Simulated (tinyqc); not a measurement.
# Changing the correlation length Lambda

Model: low-temperature mobility of a two-dimensional electron gas with static screening. Computed by tinyqc, a small Python program. Command: `OMP_NUM_THREADS=1 python tinyqc.py 3019026 3019027 out.jsonl twodeg sweep`. One thread of a shared host (Intel(R) Xeon(R) Processor @ 2.30GHz), about 0.05 s of CPU time with the checks.

One subband is filled, the gas is degenerate and scatters at the Fermi circle; one permittivity serves on both sides of the interface. All formulas are in SI units, masses times m_0. Piezoelectric and polar phonons are left out, and n_s is taken as set by a gate, independent of N_i.

Inputs (values chosen for the exercise, modelled on a strained silicon well):
```
quantity                                        value    unit
in-plane mass m                                 0.189     m_0
mass across the layer m_z                       0.892     m_0
permittivity eps                                 11.8       -
valley degeneracy g_v                               2       -
sheet density n_s                             1.1e+13  1/cm^2
depletion charge N_d                          2.3e+10  1/cm^2
roughness height Delta                           0.63      nm
remote charge density N_i                     3.2e+11  1/cm^2
distance d of the charges from the interface      3.4      nm
density rho                                      2329  kg/m^3
sound velocity v_l                               8960     m/s
deformation potential D_A                         8.8      eV
temperature T                                      40       K
```

Wave function: ideal sheet. Roughness spectrum: Gaussian.

Constants: m_0 = 9.1093837015e-31 kg; e = 1.602176634e-19 C; eps_0 = 8.8541878128e-12 F/m; hbar = 1.054571817e-34 J s; k_B = 1.380649e-23 J/K.

Method:
- k_F = sqrt(2 pi n_s/g_v); E_F = hbar^2 k_F^2/(2 m); q_TF = g_v m e^2/(2 pi eps eps_0 hbar^2); Fang-Howard parameter b = [12 m_z e^2 (N_d + 11 n_s/32)/(eps eps_0 hbar^2)]^(1/3), mean depth 3/b; effective field F = e (N_d + n_s/2)/(eps eps_0).
- Form factors of a sheet of zero thickness: G(q) = 1, P(q) = exp(-q d). Dielectric function eps(q) = 1 + q_TF G(q)/q, with q = 2 k_F sin(theta/2).
- Roughness: <|U|^2> = (e F)^2 S(q), S = pi Delta^2 Lambda^2 exp(-q^2 Lambda^2/4).
- 1/tau_t = (m/(pi hbar^3)) int_0^pi (1 - cos theta) <|U|^2>/eps(q)^2 dtheta; the quantum rate 1/tau_q drops the factor (1 - cos theta); 200 Gauss-Legendre points in s with theta = pi s^2, s from 0 to 1; mu = e tau_t/m.
- Remote charges: <|U|^2> = N_i [e^2 P(q)/(2 eps eps_0 q)]^2.
- Unscreened deformation potential in equipartition: 1/tau = m D_A^2 k_B T I/(rho v_l^2 hbar^3), I = int |psi|^4 dz = 3 b/16 for the Fang-Howard function (used for both wave-function options); mu = e tau/m. Bloch-Grueneisen temperature T_BG = 2 hbar v_l k_F/k_B.
- At the Fermi circle the rates add, so 1/mu is the sum; sheet resistance 1/(n_s e mu); mean free path hbar k_F mu/e; the quantum time adds the rates 1/tau_q, with the isotropic acoustic rate e/(m mu).

One run for each value; columns: (1) correlation length Lambda (nm); (2) roughness mobility (cm^2/(V s)); (3) tau_t/tau_q, roughness; (4) mobility mu (cm^2/(V s)); (5) remote-charge mobility (cm^2/(V s)):
```
(1)           (2)     (3)    (4)         (5)
0.50   5.8349e+03    0.73   4807  6.1641e+05
0.86   2.2578e+03    0.74   2085  6.1641e+05
1.50   1.1167e+03    0.80   1073  6.1641e+05
2.60   1.1499e+03    1.03   1103  6.1641e+05
4.50   4.0596e+03    2.52   3534  6.1641e+05
7.70   1.7913e+04    7.55  10815  6.1641e+05
13.00  7.3570e+04   20.95  19910  6.1641e+05
23.00  3.5936e+05   63.85  25370  6.1641e+05
40.00  1.7479e+06  189.65  26877  6.1641e+05
```

Over the rows, roughness mobility (cm^2/(V s)) goes from 5830 through a minimum among these rows, 1120 at 1.50, to 1.75e6; tau_t/tau_q, roughness rises from 0.728 to 190 (exponent d ln y / d ln x 0.037 between the first rows and 2.0 between the last); mobility mu (cm^2/(V s)) goes from 4810 through a minimum among these rows, 1070 at 1.50, to 26900. Roughness scatters most when k_F Lambda is of order 1, that is near Lambda = 1.7 nm: shorter roughness averages out, longer roughness deflects only through small angles.

Caution (all rows): T is below the Bloch-Grueneisen temperature T_BG, so equipartition fails: the acoustic mobility is only a lower bound and the acoustic share of 1/mu is overstated.

Extremes, crossings and ranges named in words are read from the listed rows.
